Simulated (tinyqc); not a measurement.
Changing the dose Q: two-dimensional dopant profile at a mask edge: lateral junction, overlap and effective channel length. Computed by tinyqc, a small Python program. Command: `OMP_NUM_THREADS=1 python tinyqc.py 3014661 3014662 out.jsonl lateral sweep`. One thread of a shared host (Intel(R) Xeon(R) Processor @ 2.30GHz), about 0.01 s of CPU time with the checks.

Ions enter for y < 0; the mask (spacer, then gate) covers y > 0. x is the depth. The surface reflects dopant during the anneal.

Inputs (values chosen for the exercise, modelled on a source-drain extension in silicon):

| quantity | value | unit |
|---|---|---|
| projected range R_p | 10 | nm |
| vertical straggle | 3.7 | nm |
| lateral straggle | 2.2 | nm |
| anneal budget D t | 2.3e-13 | cm^2 |
| channel doping C_B | 9.2e+17 | 1/cm^3 |
| gate length L_g | 91 | nm |
| offset spacer | 2.3 | nm |
| oxide thickness | 1.4 | nm |

Constants: eps_0 = 8.8541878128e-12 F/m.

Method:
- Widths s_x^2 = (vertical straggle)^2 + 2 D t, s_y^2 = (lateral straggle)^2 + 2 D t. C(x, y) = V(x) (1/2) erfc(y/(sqrt2 s_y)), V(x) = Q/(sqrt(2 pi) s_x) [exp(-(x - R_p)^2/(2 s_x^2)) + exp(-(x + R_p)^2/(2 s_x^2))]; 1 nm = 1e-7 cm.
- The vertical junction far from the mask solves V(x) = C_B.
- The lateral junction at depth x solves C = C_B: y_j(x) = sqrt2 s_y erfc^-1(2 C_B/V(x)). Overlap under the gate = y_j(0) - spacer; metallurgical channel L_met = L_g - 2 overlap (tails from the two sides are not added).
- Abruptness at y_j(0) in nm per decade = ln(10) s_y sqrt(pi/2) exp(u^2) erfc(u), u = y_j/(sqrt2 s_y). Overlap capacitance per width = 3.9 eps_0 overlap/t_ox (zero if there is no overlap).

One run for each value:

| dose Q (1/cm^2) | lateral junction y_j(0) (nm) | vertical junction x_j (nm) | lateral abruptness (nm/decade) | overlap capacitance (fF/um) |
|---|---|---|---|---|
| 3.00e+13 | 10.60 | 28.36 | 8.520 | 0.2046 |
| 6.90e+13 | 13.43 | 30.89 | 7.232 | 0.2745 |
| 1.60e+14 | 15.90 | 33.17 | 6.367 | 0.3355 |
| 3.60e+14 | 18.03 | 35.17 | 5.762 | 0.3881 |
| 8.30e+14 | 20.03 | 37.08 | 5.285 | 0.4374 |
| 1.90e+15 | 21.86 | 38.85 | 4.908 | 0.4825 |
| 4.40e+15 | 23.60 | 40.54 | 4.596 | 0.5252 |
| 1.00e+16 | 25.19 | 42.10 | 4.341 | 0.5645 |

What does the table show, and why?

Over the rows, lateral junction y_j(0) (nm) rises from 10.6 to 25.2 (exponent d ln y / d ln x 0.28 between the first rows and 0.080 between the last); vertical junction x_j (nm) rises from 28.4 to 42.1 (exponent d ln y / d ln x 0.10 between the first rows and 0.046 between the last); lateral abruptness (nm/decade) falls from 8.52 to 4.34 (exponent d ln y / d ln x -0.20 between the first rows and -0.070 between the last). Where V(0) stays far above C_B, dose enters the junctions only through about the root of a logarithm.

Caution (rows 8.30e14, 1.90e15, 4.40e15, 1.00e16): the peak exceeds usual solubilities, so part of the dose is inactive and diffusion is concentration dependent.

Extremes, crossings and ranges named in words are read from the listed rows.
